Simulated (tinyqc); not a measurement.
Three descriptions against temperature: one anharmonic mode: perturbation theory, self-consistent phonons and exact levels. Computed by tinyqc, a small Python program. Command: `OMP_NUM_THREADS=1 python tinyqc.py 3018930 3018931 out.jsonl scp walk`. One thread of a shared host (Intel(R) Xeon(R) Processor @ 2.30GHz), about 0.04 s of CPU time with the checks.

V(x) = k x^2/2 + b x^4 for one coordinate x of mass M. A constant K > 0 gives hbar Omega = sqrt((hbar^2/u) K/M) with K in eV/angstrom^2 and M in u.

Inputs (values chosen for the exercise, for a model mode): mode mass M = 93.2 u; harmonic constant k = -15.2 eV/angstrom^2; quartic constant b = 1840 eV/angstrom^4.

Shape: double well.

Constants: hbar^2/u = 4.18015928e-03 eV angstrom^2; k_B = 8.617333262e-05 eV/K.

Method:
- Self-consistent phonon, centred at x = 0: K = k + 12 b <x^2>, <x^2> = (hbar Omega/(2K)) coth(hbar Omega/(2 k_B T)).
- Its free energy is F = k_B T ln[2 sinh(hbar Omega/(2 k_B T))] + (k - K)<x^2>/2 + 3 b <x^2>^2, an upper bound to the exact one.
- Basis: oscillator states n of the constant |k|, with x = s (a + a+), s^2 = hbar Omega/(2|k|); H = hbar Omega (n + 1/2) + (k - |k|) x^2/2 + b x^4, with exact matrix elements of x^2 and x^4.
- Exact values use 120 basis states: F = -k_B T ln sum exp(-E_n/(k_B T)), and <x^2> is the Boltzmann mean.
- The classical <x^2> is int x^2 exp(-V/(k_B T)) dx / int exp(-V/(k_B T)) dx (2001 points over six exact widths each way).

Results; columns: (1) T (K); (2) hbar Omega, self-consistent (meV); (3) <x^2>, self-consistent; (4) <x^2>, exact; (5) F, self-consistent (meV); (6) F, exact (meV); (7) <x^2>, classical:
```
(1)      (2)        (3)        (4)      (5)       (6)        (7)
15    20.302  0.0011046  0.0012995   3.4158    2.5102  0.0019626
36    20.335  0.0011060  0.0013062   3.4113    2.4954  0.0018019
76    21.219  0.0011430  0.0014044   3.1356    2.0039  0.0017154
140   23.695  0.0012553  0.0016120   1.3250  -0.41836  0.0017770
240   27.160  0.0014333  0.0018660  -4.2386   -6.8719  0.0019445
420   31.786  0.0017086  0.0022072  -19.658   -23.599  0.0022387
730   37.266  0.0020907  0.0026557  -56.148   -61.988  0.0026669
1200  42.946  0.0025508  0.0031890  -126.04   -134.47  0.0031928
```

What does the comparison show, and why?

The self-consistent quantum hardens from 20.30 to 42.95 meV, since a wider spread samples the steep quartic walls, and it is real at all T although k is negative. Its <x^2> misses by -15.0 % at the lowest T and -20.0 % at the highest; the excess in F runs from 0.906 to 8.428 meV. The classical value is 1.51 of the exact one at the lowest T and 1.001 at the highest.

Extremes, crossings and ranges named in words are read from the listed rows.
